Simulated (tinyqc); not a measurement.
X-ray reflectivity of a thin film on silicon: critical angles, Parratt recursion, fringes and roughness: one step, computed by the program tinyqc. Command: `OMP_NUM_THREADS=1 python tinyqc.py 3120580 3120581 out.jsonl xrr walk`. One thread of a shared host (Intel(R) Xeon(R) Processor @ 2.30GHz), about 0.01 s of CPU time with the checks.

n = 1 - delta + i beta; the classical electron radius is r_e = 2.8179403e-6 nm. Layer 0 is vacuum, 1 the film, 2 the substrate.

Task: Reflectivity at one angle. k_j = (2 pi/lambda) sqrt(sin^2 theta - 2 delta_j + 2 i beta_j); r_ij = (k_i - k_j)/(k_i + k_j) x exp(-2 k_i k_j sigma^2) (Nevot-Croce); r = (r_01 + r_12 p)/(1 + r_01 r_12 p), p = exp(2 i k_1 d); R = |r|^2.

Inputs (values chosen for the exercise, modelled on tungsten on silicon, copper K-alpha radiation):

| quantity | value | unit |
|---|---|---|
| wavelength lambda | 0.15406 | nm |
| film thickness d | 67.6 | nm |
| roughness of the surface sigma_1 | 0.99 | nm |
| roughness of the interface sigma_2 | 0.76 | nm |
| grazing angle theta | 1.67 | degrees |

Constants:

| layer | rho_e (1/nm^3) | delta | beta | critical angle (degrees) | q_c (1/nm) |
|---|---|---|---|---|---|
| film | 5024.573 | 5.348486e-05 | 4.599698e-06 | 0.5925883 | 0.8436269 |
| substrate | 711.402 | 7.572626e-06 | 1.741704e-07 | 0.2229774 | 0.3174375 |

Give: k_0, k_1, k_2; 1000 r_01; 1000 r_12; p; reflectivity R; q = 4 pi sin(theta)/lambda.

Result:

k_0, k_1, k_2 (1/nm): 1.189  1.111+0.007i  1.178

1000 r_01 = 2.521-0.273i

1000 r_12 = -6.415+0.722i

p = 0.3340-0.2094i

reflectivity R = 1.999e-06

q = 4 pi sin(theta)/lambda = 2.377 1/nm
